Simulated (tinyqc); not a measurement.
Magnetisation curve: two coupled magnetic layers: synthetic antiferromagnet, spin flop, exchange bias and magnetoresistance. Computed by tinyqc, a small Python program. Command: `OMP_NUM_THREADS=1 python tinyqc.py 3030919 3030920 out.jsonl saf walk`. One thread of a shared host (Intel(R) Xeon(R) Processor @ 2.30GHz), about 0.2 s of CPU time with the checks.

Moments lie in the plane at the angles p1, p2 from the field. Energy per area: E = J1 cos(p1 - p2) + J2 cos^2(p1 - p2) - B M_s (t1 cos p1 + t2 cos p2) + K (t1 cos^2 p1 + t2 cos^2 p2).

Inputs (values chosen for the exercise, for a model stack): saturation magnetisation M_s = 817 kA/m; thickness t1 = 4.5 nm; thickness t2 = 4.5 nm; antiferromagnetic coupling J1 = 0.2 mJ/m^2; biquadratic coupling J2 = 0.031 mJ/m^2; in-plane anisotropy K = 10 kJ/m^3; field over the saturation field = 0.82.

Field direction: along the hard axis.

Method. The parallel state is stable while the Hessian at p1 = p2 = 0 is positive: with c = J1 + 2 J2 and u = B M_s - 2K, (u t1 - c)(u t2 - c) > c^2, so B_sat M_s = c (1/t1 + 1/t2) + 2K. B_K = 2K/M_s. The lowest minimum of E over both angles (from five starts; of two mirror images the one with p1 >= 0, and for equal layers |p1| <= |p2|).

saturation field B_sat = 167.007 mT

Equilibrium states:
```
B/B_sat  B (mT)  p1 (degrees)  p2 (degrees)  m/m_sat
0.02       3.34        88.079       -88.079   0.0335
0.06      10.02        84.262       -84.262   0.1000
0.12      20.04        78.685       -78.686   0.1962
0.20      33.40        71.672       -71.672   0.3145
0.30      50.10        63.642       -63.642   0.4440
0.45      75.15        52.777       -52.777   0.6049
0.60     100.20        42.592       -42.592   0.7362
0.80     133.61        28.343       -28.343   0.8801
0.95     158.66        13.636       -13.636   0.9718
1.10     183.71         0.000         0.000   1.0000
```

From the first row the moments are canted and close at B_sat. The largest gap between m/m_sat and B/B_sat in the canted rows is 0.155: J2 bends the curve.

Extremes, crossings and ranges named in words are read from the listed rows.
